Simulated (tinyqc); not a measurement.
# Power transistor in saturation, electro-thermal loop: effect of the thermal resistance

One temperature T for the device, T = T0 + Rth P(T), with P(T) = V I0 (T/300 K)^(-al) [1 + kv (T - 300 K)/Vov]^2. The loop gain is Rth dP/dT; a solution is thermally stable when it is below one.

P'(T) = P [-al/T + 2 kv/(Vov + kv (T - 300 K))], G = Rth P'. T is the lowest solution.

Inputs (values chosen for the exercise):
- T0 = 360 K (ambient temperature)
- V = 28 V (drain voltage)
- I0 = 0.42 A (saturation current at 300 K)
- al = 1.4 (exponent of the mobility)
- Vov = 0.6 V (overdrive at 300 K)
- kv = 3.7 mV/K (fall of the threshold with temperature)

Result of one run:
```
Rth (K/W)	T (K)	P (W)	G
1.87	398.1	20.39	0.1589
```

What becomes of these results when the thermal resistance Rth is changed from 1.87 to 2.72 K/W, all else the same?

Result of the changed run:
```
Rth (K/W)	T (K)	P (W)	G
2.72	420.6	22.28	0.2269
```

The whole series:
```
Rth (K/W)	T (K)	P (W)	G
1.07	380.2	18.85	0.09219
1.29	384.8	19.25	0.1107
1.55	390.6	19.75	0.1325
1.87	398.1	20.39	0.1589
2.26	408.0	21.22	0.1905
2.72	420.6	22.28	0.2269
3.28	437.7	23.70	0.2698
3.96	461.5	25.64	0.3193
4.78	495.4	28.33	0.3747
5.76	545.2	32.16	0.4337
```

As Rth goes from 1.07 to 5.76 K/W, T rises from 380.2 to 545.2 K, the power rises from 18.9 to 32.2 W and the loop gain rises from 0.0922 to 0.434. At Rth = 5.76 K/W T passes 525 K, beyond usual operating limits.

Numbers from tinyqc (`OMP_NUM_THREADS=1 python tinyqc.py 2520032 2520033 out.jsonl`; about 0.01 s on one thread of a shared Intel Xeon 2.30GHz).
